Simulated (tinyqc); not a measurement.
sp3s* tight binding with spin-orbit coupling: one step. Levels at Gamma. Two cases, with inputs chosen for the exercise.

Problem. At k = 0 only g0 = 1 is left and H falls into 2 x 2 blocks [[E_a, V], [V, E_c]] with roots (E_a + E_c)/2 -/+ sqrt(((E_a - E_c)/2)^2 + V^2); the s* levels stay uncoupled. The direct gap runs from the highest lower root of the p blocks to the lowest upper root.

Spin-orbit coupling acts within the p shell of each atom as (D/3) L.sigma, D = Da or Dc: it puts four states at Ep + D/3 and two at Ep - 2D/3.

Give: Blocks at Gamma (eV); direct gap at Gamma.

Case 1.

Values chosen (near a published set for GaAs, fitted to gaps, whose masses and valley positions are rough; spin-orbit coupling, where it is added without a refit, lifts the valence top and shrinks all gaps by about a third of the splitting; the results hold for these values, not for the real material): Esa = -8.276 eV (s level of the anion); Esc = -2.619 eV (s level of the cation); Epa = 1.042 eV (p level of the anion); Epc = 3.655 eV (p level of the cation); Vss = -6.428 eV (s-s); Vxx = 1.969 eV (px-px); Da = 0.429 eV (atomic spin-orbit splitting, anion); Dc = 0.178 eV (the same, cation).

Solution.

Blocks at Gamma (eV):
```
block               E_a      E_c        V  lower root  upper root
s (Gamma6)      -8.2760  -2.6190  -6.4280    -12.4703      1.5753
p 3/2 (Gamma8)   1.1850   3.7143   1.9690      0.1095      4.7898
p 1/2 (Gamma7)   0.7560   3.5363   1.9690     -0.2641      4.5565
```

direct gap at Gamma = 1.4658 eV

The lowest empty level at Gamma is s-like. The split-off band lies 0.3736 eV below the top, between Dc = 0.178 and Da = 0.429 eV, weighted by where the valence p state sits.

Case 2.

Values chosen (near a published set for SiC, fitted to gaps, whose masses and valley positions are rough; spin-orbit coupling, where it is added without a refit, lifts the valence top and shrinks all gaps by about a third of the splitting; the results hold for these values, not for the real material): Esa = -8.457 eV (s level of the anion); Esc = -4.843 eV (s level of the cation); Epa = 2.126 eV (p level of the anion); Epc = 4.337 eV (p level of the cation); Vss = -12.403 eV (s-s); Vxx = 3.044 eV (px-px); Da = 0.006 eV (atomic spin-orbit splitting, anion); Dc = 0.042 eV (the same, cation).

Solution.

Blocks at Gamma (eV):
```
block               E_a      E_c         V  lower root  upper root
s (Gamma6)      -8.4570  -4.8430  -12.4030    -19.1839      5.8839
p 3/2 (Gamma8)   2.1280   4.3510    3.0440     -0.0011      6.4801
p 1/2 (Gamma7)   2.1220   4.3090    3.0440     -0.0190      6.4500
```

direct gap at Gamma = 5.8850 eV

The lowest empty level at Gamma is s-like. The split-off band lies 0.0179 eV below the top, between Dc = 0.042 and Da = 0.006 eV, weighted by where the valence p state sits.

Computed by tinyqc, one run a case: `OMP_NUM_THREADS=1 python tinyqc.py N N+1 out.jsonl` with N = 1482430, 1482472; one thread of a shared Intel(R) Xeon(R) Processor @ 2.30GHz, about 0.1 s a run at most.
